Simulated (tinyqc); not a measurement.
Comparisons within one model: conduction-band anticrossing with a localised impurity level. A value that a table varies takes the place of the one given here.

Host conduction band EM(k) = Eg - al x + c k^2/mM, c = hbar^2/2m0, coupled to a flat level EI by V = C sqrt(x): H = [[EM, V], [V, EI]], E+/- = (EM + EI)/2 +/- sqrt((EM - EI)^2/4 + V^2). The host weight of a state at E is f = 1/(1 + V^2/(E - EI)^2), and its mass at k = 0 is mM/f. The gap is E-(0), the valence top staying at 0.

Constants: hbar^2/2m0 = 3.80998211 eV angstrom^2.

Values chosen for the exercise (host near GaAs; shifted at random, so the results belong to these values and not to a real crystal): Eg = 1.53 eV (gap at Gamma to the s-like level); mM = 0.0668 m0 (mass of the host band); EI = 1.695 eV (impurity level, from the valence top of the host); C = 2.37 eV (coupling); al = 1.68 eV (linear shift of the host edge); x = 0.0055 (impurity fraction); aM = 110 meV/GPa (pressure coefficient of the host edge); aI = 21 meV/GPa (pressure coefficient of the level).

## Impurity fraction

The last column is the bowing that a quadratic law would need at that x, (Eg - gap)/(x (1 - x)), with equal end gaps.

Results:

| x (%) | E- (eV) | E+ (eV) | gap (eV) | host weight of E- | mass of E- | bowing (eV) |
|---|---|---|---|---|---|---|
| 0.1 | 1.4996 | 1.7237 | 1.4996 | 0.872 | 0.0766 | 30.5 |
| 0.2 | 1.4755 | 1.7462 | 1.4755 | 0.811 | 0.0824 | 27.3 |
| 0.5 | 1.4196 | 1.7970 | 1.4196 | 0.730 | 0.0915 | 22.2 |
| 1.0 | 1.3503 | 1.8579 | 1.3503 | 0.679 | 0.0984 | 18.2 |
| 2.0 | 1.2461 | 1.9453 | 1.2461 | 0.642 | 0.1040 | 14.5 |
| 3.0 | 1.1629 | 2.0117 | 1.1629 | 0.627 | 0.1066 | 12.6 |
| 5.0 | 1.0261 | 2.1149 | 1.0261 | 0.614 | 0.1087 | 10.6 |
| 8.0 | 0.8585 | 2.2321 | 0.8585 | 0.609 | 0.1097 | 9.1 |

The apparent bowing falls from 30.5 to 9.1 eV, so no single constant describes the gap: the part from the coupling goes as x while V is small against |EM - EI| and as sqrt(x) beyond (V = |Eg - EI| near x = 0.48 %), with the linear term al x on top; the fall of the gap goes as the power 0.84 of x between the first two rows and 0.61 between the last two. The mass of E- goes from 0.0766 to 0.1097, higher although the gap falls, against the usual k.p trend; with al = 0 the weight tends to 1/2 at large x.

## Pressure

Eg and EI move linearly with pressure; V is kept. The slope of E- is f aM + (1 - f) aI.

Results:

| P (GPa) | EM (eV) | EI (eV) | E- (eV) | E+ (eV) | host weight of E- | slope of E- (meV/GPa) |
|---|---|---|---|---|---|---|
| 0 | 1.5208 | 1.6950 | 1.4117 | 1.8041 | 0.722 | 85.3 |
| 1 | 1.6308 | 1.7160 | 1.4925 | 1.8542 | 0.618 | 76.0 |
| 2 | 1.7408 | 1.7370 | 1.5631 | 1.9147 | 0.495 | 65.0 |
| 3 | 1.8508 | 1.7580 | 1.6226 | 1.9862 | 0.372 | 54.1 |
| 4 | 1.9608 | 1.7790 | 1.6720 | 2.0677 | 0.270 | 45.1 |
| 5 | 2.0708 | 1.8000 | 1.7135 | 2.1572 | 0.195 | 38.3 |
| 6 | 2.1808 | 1.8210 | 1.7494 | 2.2524 | 0.142 | 33.7 |
| 7 | 2.2908 | 1.8420 | 1.7814 | 2.3514 | 0.106 | 30.5 |
| 8 | 2.4008 | 1.8630 | 1.8106 | 2.4531 | 0.081 | 28.3 |

The unmixed levels cross at 1.96 GPa, where E+ - E- has its minimum 2V = 0.352 eV and the weights are 1/2. The slope of E- falls from 85 to 28 meV/GPa, between the limits aM = 110 and aI = 21, as the state turns impurity-like. The X valleys, which pass below the Gamma edge of the host at high pressure, are left out.

## What each parameter does

At k = 0. Each row changes one parameter from the base and keeps the others.

Results:

| case | E- (eV) | E+ (eV) | gap (eV) | mass (m0) |
|---|---|---|---|---|
| base | 1.4117 | 1.8041 | 1.4117 | 0.0925 |
| EI = 1.645 eV | 1.3965 | 1.7693 | 1.3965 | 0.1002 |
| al = 2.18 eV | 1.4097 | 1.8033 | 1.4097 | 0.0922 |
| Eg = 1.58 eV | 1.4465 | 1.8193 | 1.4465 | 0.1002 |
| C = 2.7255 eV | 1.3878 | 1.8280 | 1.3878 | 0.0957 |
| x = 0.00467 | 1.4250 | 1.7922 | 1.4250 | 0.0908 |
| mM = 0.07682 m0 | 1.4117 | 1.8041 | 1.4117 | 0.1064 |

The largest shifts from the base row, up to three for each result and ties (the steps differ in size, so this ranks the rows, not the parameters). E- (eV): Eg +0.0348, C -0.0239, EI -0.0152; unchanged at the printed digits by mM. E+ (eV): EI -0.0348, C +0.0239, Eg +0.0152; unchanged at the printed digits by mM. gap (eV): Eg +0.0348, C -0.0239, EI -0.0152; unchanged at the printed digits by mM. mass (m0): mM +0.0139, EI +0.0077, Eg +0.0077.

Program tinyqc; command `OMP_NUM_THREADS=1 python tinyqc.py 1050153 1050154 out.jsonl`; about 0.01 s on one thread of a shared Intel(R) Xeon(R) Processor @ 2.30GHz.
